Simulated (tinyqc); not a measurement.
Rotating the field: cyclotron resonance of ellipsoidal valleys, Si type.

Valleys along [100], [010], [001] (each with its opposite partner), mass ml along the axis and mt across it. B lies in the (1-10) plane, b = (sin(theta)/sqrt2, sin(theta)/sqrt2, cos(theta)). For the angle phi between B and the axis, 1/mc^2 = cos^2(phi)/mt^2 + sin^2(phi)/(mt ml). Resonance: h nu = 2 muB B/mc, h = 2 pi hbar.

Values chosen for the exercise (out of a larger set: near those of Si; not measured data):
```
symbol  value                        unit     meaning
ml      0.914                        m0       longitudinal mass
mt      0.191                        m0       transverse mass
ths     (0, 10, 25, 35, 55, 70, 90)  degrees  angles
```

mc against theta; [100] and [010] stay equal in this plane.

Cyclotron masses (m0):
```
theta (degrees),[100],[001]
0,0.4178,0.1910
10,0.4064,0.1933
25,0.3612,0.2061
35,0.3280,0.2221
55,0.2773,0.2788
70,0.2556,0.3478
90,0.2457,0.4178
```

All valleys give one line at theta = 54.7 degrees, B along [111], with mc = 0.2778. The [001] pair goes from mt to sqrt(ml mt), a factor 2.19; the other four only fall from sqrt(ml mt) to 0.2457, since their angle to B never drops below 45 degrees.

(tinyqc, `OMP_NUM_THREADS=1 python tinyqc.py 1282219 1282220 out.jsonl`, Intel(R) Xeon(R) Processor @ 2.30GHz, 1 thread, shared host, about 0.01 s.)
